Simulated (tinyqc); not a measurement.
Mobility of a non-polar semiconductor in the relaxation-time approximation: one step, computed by the program tinyqc.

Each valley is treated as a sphere of mass m_d for states and rates, with one isotropic relaxation time; the conductivity mass m_c sets the current.

Question. Fermi level and screening. Parabolic band: E = hbar^2 k^2/(2 m), speed v = hbar k/m, states per spin, volume and energy g(E) = m k/(2 pi^2 hbar^2). Here m = m_d. Masses are multiplied by m_0 and all formulas are in SI units. The reduced Fermi level eta = E_F/(k_B T) solves n = 2 Z int g f dE with f = 1/(1 + exp(x - eta)) (Z = 1 unless valleys are given); screening length L_s = sqrt(eps_s eps_0 k_B T/(e^2 dn/deta)), dn/deta = 2 Z int g f (1 - f) dE. Integrals over x = E/(k_B T) use 160 Gauss-Legendre points in u = sqrt(x) from 0 to sqrt(max(eta, 0) + 32).

Inputs (values chosen for the exercise, modelled on electrons in germanium): equivalent valleys Z = 4; static permittivity eps_s = 16; carrier density n = 2.2e+14 1/cm^3; temperature T = 100 K.

Band: parabolic. Impurity formula: Conwell-Weisskopf. Further scattering: none.

density-of-states mass m_d = 0.2211915 m_0

Constants: k_B = 8.617333262e-05 eV/K; m_0 = 9.1093837015e-31 kg; e = 1.602176634e-19 C; hbar = 1.054571817e-34 J s; eps_0 = 8.8541878128e-12 F/m; k_B = 1.380649e-23 J/K.

Give: reduced Fermi level eta; screening length L_s.

Answer.

reduced Fermi level eta = -9.120

screening length L_s = 186.1 nm

The gas is non-degenerate (eta < -2), and L_s is close to the Debye length.
